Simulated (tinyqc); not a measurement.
Berg model of reactive sputtering of a nitride or oxide: poisoning, hysteresis and pumping speed: one step, computed by the program tinyqc.

A diatomic gas reacts with bare metal on the target and on the collecting surfaces; ions remove metal and compound from the target. theta_t and theta_c are the compound fractions.

Task: The hysteresis loop. Ion flux j = J/e; gas flux F = P/sqrt(2 pi M k_B T). Target: (2/z) alpha F (1 - theta_t) = j Y_c theta_t. Sputtered flows F_c = j Y_c theta_t A_t, F_m = j Y_m (1 - theta_t) A_t. Collector: (2/z) alpha F (1 - theta_c) A_c + F_c (1 - theta_c) = F_m theta_c. Gas use Q = alpha F [(1 - theta_t) A_t + (1 - theta_c) A_c] + P S/(k_B T); 1 sccm = 4.4780e17 molecules/s. Rate R = F_m + F_c, given relative to j Y_m A_t. Turning points solve dQ/dP = 0; a jump keeps Q fixed; the width of the loop is the difference of the two turning flows.

Inputs (values chosen for the exercise, close to those used for titanium dioxide): ion current density J = 34 mA/cm^2; target area A_t = 210 cm^2; collecting area A_c = 6000 cm^2; metal yield Y_m = 0.55; compound yield Y_c = 0.026; sticking coefficient alpha = 0.32; reactive atoms per metal atom z = 2; gas mass M = 32 u; pumping speed S = 710 l/s; gas temperature T = 300 K.

pressure of the steepest fall = 0.01090589 Pa

Constants: e = 1.602176634e-19 C; u = 1.6605390666e-27 kg; k_B = 1.380649e-23 J/K.

Give: Corners of the loop; width of the loop.

Result:

Corners of the loop:
```
point                        P (Pa)  Q (sccm)  theta_t  theta_c  relative rate
edge of the metallic branch  0.0074      23.6    0.535    0.773          0.490
landing, poisoned            0.0336      23.6    0.840    0.978          0.200
edge of the poisoned branch  0.0201      22.1    0.758    0.946          0.278
landing, metallic            0.0042      22.1    0.398    0.602          0.621
```

width of the loop = 1.48 sccm
